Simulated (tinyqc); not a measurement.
Worked calculation: deep-level transient spectroscopy (DLTS) of one majority-carrier trap. Computed by tinyqc, a small Python program that keeps every step. Command: `OMP_NUM_THREADS=1 python tinyqc.py 3018321 3018322 out.jsonl dlts walk`. One thread of a shared host (Intel(R) Xeon(R) Processor @ 2.30GHz), about 0.06 s of CPU time with the checks. Intermediate numbers are printed to about 7 digits and carried at full precision; extremes and crossings named in words are read from the listed rows.

A filling pulse loads the traps in a one-sided junction; under reverse bias they empty at the rate e, and the capacitance relaxes as C(t) = C_0 - dC exp(-e t). The signal is S = [C(t_2) - C(t_1)]/dC.

Inputs (values chosen for the exercise, with mass and screening modelled on GaP):
```
quantity                    value   unit
density-of-states mass m    0.508    m_0
valleys M                       3      -
trap depth E_t              0.938     eV
cross-section sigma_0     1.3e-15   cm^2
degeneracy ratio g            0.5      -
gate time t_1              0.0002      s
ratio t_2/t_1                 2.5      -
temperature T                 639      K
doping N                  5.1e+14  cm^-3
trap density N_t          2.2e+13  cm^-3
dielectric constant eps      11.5      -
built-in voltage V_b          1.3      V
reverse bias V_r              3.5      V
diode area                 0.0016   cm^2
```

Carriers: electrons. Extra term: none.

Constants: k_B = 8.617333262e-05 eV/K; k_B = 1.380649e-23 J/K; m_0 = 9.1093837015e-31 kg; h = 6.62607015e-34 J s; eps_0 = 8.8541878128e-12 F/m; e = 1.602176634e-19 C.

## Emission rate at T

e = g sigma v N_b exp(-E/k_B T), v = sqrt(3 k_B T/m), N_b = 2 M (2 pi m k_B T/h^2)^(3/2), sigma = sigma_0, E = E_t.

thermal velocity v = 2.391533e+07 cm/s

N_b = 8.473410e+19 cm^-3

sigma = 1.30e-15 cm^2

E = 0.938 eV

emission rate e = 52682.17 1/s

## Rate window and signal

S(e) = exp(-e t_1) - exp(-e t_2) peaks at the rate window e_0 = ln(t_2/t_1)/(t_2 - t_1).

rate window e_0 = 3054.302 1/s

peak height S_max = 0.3257301

signal at T = 2.655122e-05

At this T the trap empties faster than the window, by a factor 17.2: the point lies on the high-temperature side of the peak.

## Peak temperature and width

T_p solves e(T) = e_0 (bisection between 15 and 1500 K); the half-height points solve S = S_max/2 on either side.

peak temperature T_p = 555.3170 K

lower half-height point = 519.4333 K

upper half-height point = 583.5001 K

full width = 64.06684 K

The width is 11.5 % of T_p, and E_t is 19.6 k_B T_p. Caution: the peak lies above 550 K, where the change of gap and level with temperature, left out here, and leakage of the diode matter.

## Peaks for six windows

t_1 is scaled by 0.1, 0.3, 1, 3, 10 and 30 at fixed t_2/t_1; each T_p by bisection.

Arrhenius data:
```
t_1 (s)  e_0 (1/s)   T_p (K)  1/(k_B T_p) (1/eV)  ln(e_0/T_p^2)
0.00002   30543.02  621.1832            18.68131      -2.536360
0.00006   10181.01  588.0024            19.73550      -3.525183
0.00020    3054.30  555.3170            20.89710      -4.614772
0.00060    1018.10  528.3830            21.96232      -5.613948
0.00200     305.43  501.6008            23.13497      -6.713888
0.00600     101.81  479.3393            24.20940      -7.721708
```

## Arrhenius fit

Least squares of ln(e_0/T_p^2) on 1/(k_B T_p): slope -E_a, intercept ln(gamma sigma_a) with gamma = v N_b/T^2 = sqrt(3 k_B/m) 2 M (2 pi m k_B/h^2)^(3/2). For comparison, the slope of ln e_0 alone.

apparent depth E_a = 0.9380000 eV

intercept = 14.98671

gamma = 4.962870e+21 cm^-2 s^-1 K^-2

apparent cross-section = 6.500000e-16 cm^2

slope without T^2 = 1.031683 eV

The apparent depth is 0.9380 eV against E_t = 0.938 eV, and the apparent cross-section is 0.500 times sigma_0: only the degeneracy ratio enters. Leaving out the T^2 factor overstates the slope by 94 meV, about 2 k_B T_p.

## Signal size and trap density

W = sqrt(2 eps eps_0 (V_b + V_r)/(e N)), C_0 = eps eps_0 area/W. The pulse goes to zero bias, W_0 = W(V_r = 0). Traps within lambda = sqrt(2 eps eps_0 (E_t - E_F)/(e^2 N)) of the depletion edge stay filled, with E_F = k_B T_p ln(N_b/N) from the band, N_b = 2 M (2 pi m k_B T_p/h^2)^(3/2) (dopants taken as fully ionised). dC = C_0 (N_t/2N) f, f = [(W - lambda)^2 - max(W_0 - lambda, 0)^2]/W^2. The simple estimate is 2 N dC/C_0.

depletion width W = 3.458746 micrometre

C_0 = 4.710293 pF

lambda = 0.9639690 micrometre

f = 0.4618422

transient amplitude dC = 46.92066 fF

simple estimate of N_t = 1.016053e+13 cm^-3

The simple estimate finds 46 % of the traps.

Checks made by the program: the maximum of S(T) on a fine grid against T_p (relative difference below 1e-10).
